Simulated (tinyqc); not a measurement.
What moves the results: valley splitting of a silicon quantum well in envelope theory. A value that a table varies takes the place of the one given here.

The well lies at 0 < z < L; U(z) = V0 [1/(1 + exp(z/w)) + 1/(1 + exp((L - z)/w))] - e F z, 1 mV/nm = 1e-4 eV/angstrom. The envelope psi solves -(c/ml) psi'' + U psi = E psi, c = hbar^2/2m0, by three-point differences on a grid of 0.1 angstrom from -40 to L + 40 angstrom. The two valleys at +/- k0 couple through D = C0 times the integral of exp(-i q z) U(z) psi^2, q = 2 k0 (2 pi/a), and split by Ev = 2|D|.

Random alloy: with Y(z) = Yw + (Yb - Yw) B(z), B the bracket in U, and in-plane density exp(-r^2/ad^2)/(pi ad^2), D gains a random complex part of variance sigma^2 = (C0^2/pi)(a^2 V0/(8 ad (Yb - Yw)))^2 (4/a) times the integral of psi^4 Y (1 - Y). Alone it gives a mean splitting sqrt(pi) sigma; together with the smooth part the rms splitting is 2 sqrt(|D|^2 + sigma^2).

Constants: hbar^2/2m0 = 3.80998211 eV angstrom^2.

Inputs chosen for the exercise (near those of a strained Si well in SiGe; the results hold for these values, not for the real material): L = 36 angstrom (well width); V0 = 0.14 eV (conduction offset); ml = 0.924 m0 (mass along z); F = 3.3 mV/nm (field pressing towards the upper interface); k0 = 0.841 2 pi/a (valley position); a = 5.431 angstrom (lattice constant); C0 = 0.251 (Bloch overlap factor); Yb = 0.2 (Ge share of the barrier); Yw = 0.02 (Ge share of the well); ad = 150 angstrom (dot radius); ws = (0.2, 0.7, 0.9, 1.5, 2.2, 2.9, 4.6) angstrom (interface widths); Ls = (36, 37.4, 38.7, 40.1, 41.4, 42.8, 44.1, 45.5) angstrom (widths in steps of one atomic layer, a/4, rounded to the grid); F2 = 0.5 mV/nm (second field, zero or weak); w1 = 0.7 angstrom (interface width for this table); w = 0.4 angstrom (interface width parameter).

## Sharpness of the interface

The smooth part 2|D| and the disorder part against w, beside y/sinh(y) with y = pi q w. The 12 to 88 % width of the step is 4w.

Results:
```
w (angstrom)  4w (angstrom)  2|D| (micro-eV)  y/sinh(y)  sqrt(pi) sigma (micro-eV)
0.2                     0.8            93.99       0.79                      103.1
0.7                     2.8            16.31       0.12                      103.8
0.9                     3.6             9.44      0.045                      104.3
1.5                     6.0             0.83     0.0019                      106.5
2.2                     8.8             0.02    3.9e-05                      110.5
2.9                    11.6             0.00    7.1e-07                      116.3
4.6                    18.4             0.00    3.4e-11                      135.9
```

The smooth part needs a Fourier component of U psi^2 at a wavelength of 3.23 angstrom; from the first row to the third it falls by a factor 9.96, while y/sinh(y) falls by 17.6 (the envelope near the step and the phase between the two interfaces change too). The disorder part goes from 103.1 to 135.9 micro-eV, growing as the electron overlaps more alloy. It exceeds the smooth part in every row.

## Adding atomic layers

The smooth splitting Ev = 2|D| with w = w1, at the field F2 and at F.

Results:
```
L (angstrom)  q L mod 2 pi  Ev at F2 (micro-eV)  Ev at F (micro-eV)
36.0                  0.94                 12.7                16.3
37.4                  3.66                 39.9                40.9
38.7                  6.19                 29.2                30.7
40.1                  2.63                 20.8                23.0
41.4                  5.16                 34.1                35.2
42.8                  1.60                 2.45                10.5
44.1                  4.13                 29.5                30.8
45.5                  0.57                 12.6                16.1
```

At F2 the splitting swings between 2.45 and 39.9 micro-eV, a ratio of 16.3, as the two interfaces add with the phase q L, which advances on average by 2.64 rad a layer. At F the ratio is 3.90, where in the first row psi^2 at the upper interface is 1.53 times that at the lower one: the field unbalances the two contributions, which fills in the minima.

## What each parameter does

Orbital spacing, psi^2 at z = L, the smooth splitting and sigma; V0 is held fixed when Yw changes. Each row changes one parameter from the base and keeps the others.

Results:
```
case               E2 - E1 (meV)  psi^2(L) (1e-3/angstrom)  2|D| (micro-eV)  sigma (micro-eV)
base                       52.47                     6.698            37.27              58.3
ad = 190 angstrom          52.47                     6.698            37.27              46.0
Yw = 0.05                  52.47                     6.698            37.27             108.0
L = 42 angstrom            42.32                     5.105            59.58              54.9
V0 = 0.175 eV              56.14                     5.699            36.61              73.7
w = 0.28 angstrom          52.37                     6.730            66.45              58.2
F = 4.95 mV/nm             52.64                     7.387            55.36              58.5
k0 = 0.821 2 pi/a          52.47                     6.698           133.59              58.3
C0 = 0.301                 52.47                     6.698            44.70              69.9
```

The largest shifts from the base row, up to three for each result and ties (the steps differ in size, so this ranks the rows, not the parameters). E2 - E1 (meV): L -10.15, V0 +3.67, F +0.17; unchanged at the printed digits by ad, Yw, k0 and C0. psi^2(L) (1e-3/angstrom): L -1.593, V0 -1.000, F +0.688; unchanged at the printed digits by ad, Yw, k0 and C0. 2|D| (micro-eV): k0 +96.32, w +29.18, L +22.31; unchanged at the printed digits by ad and Yw. sigma (micro-eV): Yw +49.7, V0 +15.4, ad -12.3; unchanged at the printed digits by k0.

tinyqc: `OMP_NUM_THREADS=1 python tinyqc.py 1250879 1250880 out.jsonl`; about 0.1 s, one thread, shared Intel(R) Xeon(R) Processor @ 2.30GHz.
